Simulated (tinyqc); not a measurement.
## Threshold-voltage variability of a planar MOSFET, analytic estimates: a gate of 6 grains

Three independent sources add in quadrature: random dopants in the depleted layer, metal-gate grains of two orientations, and roughness of the two gate edges acting through the roll-off VT = VT(long) - Vr exp(-L/l). These are first-order estimates: no three-dimensional electrostatics, no percolation.

Each of 6 equal grains has the higher work function with probability p; the threshold shift is dW (j/6 - p) for j such grains, and the off current changes by exp(-shift/(n Vt)).

Inputs (values chosen for the exercise); material values close to those of silicon: temperature T = 250 K; work-function difference of the two grain orientations dW = 0.2 eV; share of the orientation of higher work function p = 0.3; subthreshold factor n = 1.3.

Constants: q = 1.602176634e-19 C, kB = 1.380649e-23 J/K, Vt = kB T/q. Results are converted to the units shown.

Distribution:
```
j,probability,shift (mV),Ioff factor,probability x factor
0,0.11765,-60.00,8.5196,1.0023
1,0.30253,-26.67,2.5913,0.78394
2,0.32414,6.67,0.78817,0.25547
3,0.18522,40.00,0.23973,0.044403
4,0.059535,73.33,0.072915,0.0043410
5,0.010206,106.67,0.022178,2.2635e-4
6,7.2900e-4,140.00,0.0067456,4.9175e-6
```

What does the comparison show?

The standard deviation is dW sqrt(p (1 - p)/6) = 37.4 mV. The mean off current is 2.09 times the nominal one; the log-normal formula exp(s^2/(2 (n Vt)^2)) gives 2.44. Devices with j = 0, 12 % of all, carry 48 % of the mean leakage.

Computed by the program tinyqc: `OMP_NUM_THREADS=1 python tinyqc.py 2090010 2090011 out.jsonl`, one thread of a shared Intel Xeon 2.30GHz, about 0.01 s for the whole run.
